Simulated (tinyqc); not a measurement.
Ways to converge the cycle: SCF convergence aids in the 6-311g basis, for H2+, spin multiplicity 2. Computed by the program tinyqc with PySCF. 

Geometry (angstrom):
```
atom       x       y       z
H     0.0000  0.0000  0.0000
H     0.0000  0.0000  1.3850
```

lowest solution found by these runs and by PySCF with stability checks = -0.578272 hartree

UHF with one setting changed at a time; a run stops when the energy changes by less than 1e-09 hartree and the error matrix is below 1e-5. The start is random orbitals. Damping d keeps d of the old density; a shift (hartree) raises the virtual levels; DIIS n extrapolates F over n matrices.

Largest element of the error matrix X^T (FDS - SDF) X:
```
iteration    plain  damping 0.3  damping 0.6  shift 0.4   DIIS 3   DIIS 8
1          6.1e-01      6.1e-01      6.1e-01    6.1e-01  6.1e-01  6.1e-01
2          1.2e-01      2.4e-01      3.9e-01    2.2e-01  1.2e-01  1.2e-01
3          3.9e-02      1.1e-01      2.5e-01    8.6e-02  3.2e-02  3.2e-02
4          1.8e-02      5.6e-02      1.7e-01    4.8e-02  1.0e-02  1.0e-02
5          9.8e-03      3.1e-02      1.2e-01    3.2e-02  8.9e-04  8.0e-04
6          5.4e-03      1.8e-02      8.4e-02    2.3e-02  1.4e-04  8.5e-05
8          1.7e-03      7.4e-03      4.4e-02    1.2e-02  5.3e-06  1.3e-06
10         5.2e-04      3.3e-03      2.4e-02    6.7e-03        -        -
14         5.0e-05      7.3e-04      8.3e-03    1.9e-03        -        -
20               -      7.9e-05      2.2e-03    3.1e-04        -        -
30               -            -      3.0e-04    1.4e-05        -        -
45               -            -      1.6e-05          -        -        -
```

How each run ends:
```
run          iterations  E (hartree)         state
plain                18     -0.57827  lowest found
damping 0.3          27     -0.57827  lowest found
damping 0.6          49     -0.57827  lowest found
shift 0.4            32     -0.57827  lowest found
DIIS 3                9     -0.57827  lowest found
DIIS 8                8     -0.57827  lowest found
```

6 of 6 runs reach the lowest solution found, in 8 to 49 iterations (fastest: DIIS 8). Plain steps already contract here, so damping only slows them. DIIS 3 and DIIS 8 gain by cancelling the error over several earlier matrices, much as a quasi-Newton step does.
